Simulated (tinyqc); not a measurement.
Haynes-Shockley experiment: drift, diffusion and decay of a minority-carrier pulse: one step, computed by the program tinyqc.

A thin sheet of excess carriers is made at x = 0, t = 0 in a long uniform bar; injection is low, so the pulse moves with the minority mobility.

Task: Transport coefficients. D = mu k_B T/e, v = mu F. Transit time d/v, diffusion length sqrt(D tau), drift length v tau, Peclet number v d/D = e F d/(k_B T).

Inputs (values chosen for the exercise, modelled on electrons in p-type germanium in a lightly doped bar):
```
quantity                     value         unit
minority mobility mu          3520   cm^2/(V s)
lifetime tau                   220  microsecond
temperature T                  300            K
field F                          3         V/cm
distance d to the collector   0.16           cm
```

Constants: k_B = 8.617333262e-05 eV/K.

Give: D; drift velocity v; transit time d/v; diffusion length; drift length v tau; Peclet number.

Result:

D = 91.00 cm^2/s

drift velocity v = 10560 cm/s

transit time d/v = 15.15 microsecond

diffusion length = 1415 micrometre

drift length v tau = 2.3232 cm

Peclet number = 18.57

The pulse must travel 0.0689 drift lengths.
